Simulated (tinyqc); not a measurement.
Inside a calculation: heterojunction of two tight-binding chains. Values are carried at full precision from step to step, so a last printed digit may differ when a step is redone from the rounded ones.

Left chain: hopping -t1, sites at 2 t1 (band bottom 0). Right chain: hopping -t2, sites at dE + 2 t2 (bottom dE). t = c/(m a^2), c = hbar^2/2m0. The bond across the interface is -tc with tc = f sqrt(t1 t2), and the last left site has the extra energy U. In a chain E = bottom + 2t (1 - cos(ka)); the surface Green function of a half chain is g = -exp(ika)/t, with Im k > 0 where cos(ka) > 1.

Constants: hbar^2/2m0 = 3.80998211 eV angstrom^2.

Inputs chosen for the exercise (masses and offset of the size met at InGaAs / InP; the results hold for these values, not for the real material):
```
symbol  value  unit      meaning
a       5      angstrom  site spacing
m1      0.042  m0        mass on the left
m2      0.079  m0        mass on the right
f       1                factor on the interface hopping
dE      0.29   eV        band offset
E       0.51   eV        electron energy
U       0      eV        extra energy on the last left site
```

## Hoppings

Form t1, t2 and tc.

t1 = 3.6286 eV
t2 = 1.9291 eV
tc = 2.6457 eV

## Wave numbers and velocities

The left chain has hopping t1 and band bottom 0, the right one t2 and dE. cos(ka) = 1 - (E - bottom)/(2t); dE/dk = 2 t a sin(ka).

ka (rad): left 0.37713, right 0.33933

dE/dk (eV angstrom): left 13.3624, right 6.4211

## Self-energies on the last left site

Hoppings t1 (left), t2 (right), tc (interface); g is the surface Green function of a half chain. The rest of the left chain gives S1 = t1^2 g1 = -t1 exp(i k1 a); the right chain gives S2 = tc^2 g2 = -(tc^2/t2) exp(i k2 a).

S1 = -3.37355-1.33624i eV
S2 = -3.42165-1.20778i eV

## Transmission

The last site of the left chain has energy 2 t1 + U, and S1, S2 are the self-energies of the two half chains on it. G = 1/(E - 2 t1 - U - S1 - S2); T = 4 Im(S1) Im(S2) |G|^2.

G = 0.0074-0.3929i 1/eV
T = 0.9971

A fraction 0.0029 is reflected although the electron lies above the step.

## Checks

- T from the Green function against 1 - |r|^2 from matching plane waves: both 0.997094.

Program tinyqc; command `OMP_NUM_THREADS=1 python tinyqc.py 1482459 1482460 out.jsonl`; about 0.01 s on one thread of a shared Intel(R) Xeon(R) Processor @ 2.30GHz.
